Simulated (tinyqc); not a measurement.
From results back to parameters: Brillouin zone and empty-lattice bands of the fcc structure. Three cases, with inputs chosen for the exercise.

Problem. At the centre of a zone face two plane waves are mixed by V > 0: levels E0 -/+ V, masses normal to the face 1/(1 -/+ 2 E0/V), E0 = c0 k^2, c0 = hbar^2/2m0. The gap and the mass of the upper band are given.

Constants: hbar^2/2m0 = 3.80998211 eV angstrom^2.

Case 1.

gap = 0.240000 eV
mass of the upper band = 0.0088316 m0

Case 2.

gap = 2.280000 eV
mass of the upper band = 0.0621339 m0

Case 3.

gap = 1.880000 eV
mass of the upper band = 0.0642925 m0

Find: V; E0; k; spacing of the lattice planes, pi/k.

Solution. V is half the gap; 2 E0/V = 1/m - 1; k = |G|/2 = pi/d.

Case 1.

V = 0.1200 eV
E0 = 6.734 eV
k = 1.3294 1/angstrom
spacing of the lattice planes, pi/k = 2.363 angstrom

Case 2.

V = 1.1400 eV
E0 = 8.604 eV
k = 1.5027 1/angstrom
spacing of the lattice planes, pi/k = 2.091 angstrom

Case 3.

V = 0.9400 eV
E0 = 6.840 eV
k = 1.3399 1/angstrom
spacing of the lattice planes, pi/k = 2.345 angstrom

Computed by tinyqc, one run a case: `OMP_NUM_THREADS=1 python tinyqc.py N N+1 out.jsonl` with N = 1880828, 1881037, 1881068; one thread of a shared Intel(R) Xeon(R) Processor @ 2.30GHz, about 0.01 s a run at most.
